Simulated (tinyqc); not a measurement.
Which pair of peaks is best: composition and strain of an epitaxial Si(1-x)Ge(x) layer from Raman and X-ray peaks. Computed by tinyqc, a small Python program. Command: `OMP_NUM_THREADS=1 python tinyqc.py 3029867 3029868 out.jsonl epiraman walk`. One thread of a shared host (Intel(R) Xeon(R) Processor @ 2.30GHz), about 0.01 s of CPU time with the checks.

A (001) layer, biaxially strained in the plane. The Raman peaks follow empirical lines omega = w0 + c1 x + c3 x^3 + b eps (c3 for Si-Ge alone), with eps the in-plane strain.

Inputs (values chosen for the exercise, modelled on silicon-germanium): Ge fraction x = 0.77; Si-Si: c1 = -65 1/cm; Si-Si: strain coefficient b = -776 1/cm; Si-Ge: c1 = 23.7 1/cm; Si-Ge: c3 = -34.1 1/cm; Si-Ge: strain coefficient b = -609 1/cm; Ge-Ge: c1 = 19.1 1/cm; Ge-Ge: strain coefficient b = -424 1/cm; uncertainty of a Raman peak = 0.3 1/cm.

Substrate: silicon.

Method. For each pair invert J = [d omega/dx, d omega/d eps] at the true x. Independent errors of the given size in both peaks give sigma_x and sigma_eps = uncertainty x (norm of the rows of the inverse of J).

Error propagation:
```
pair               det J    sigma_x  sigma_eps (per mille)
Si-Si and Si-Ge   10.909   0.027127                 2.0562
Si-Si and Ge-Ge  42.3816  0.0062594                0.47956
Si-Ge and Ge-Ge   27.300  0.0081545                0.45712
```

What follows from these numbers?

The pair Si-Si and Ge-Ge fixes x best (sigma_x = 0.0063) and Si-Si and Si-Ge worst (0.027), a factor 4.3. Strain moves all peaks the same way, so a good pair needs different ratios of composition slope to strain coefficient, best of opposite sign; the slopes here are -65, -37.0 and 19.1 per cm for Si-Si, Si-Ge and Ge-Ge. Errors in the coefficients themselves are not counted.

Extremes, crossings and ranges named in words are read from the listed rows.
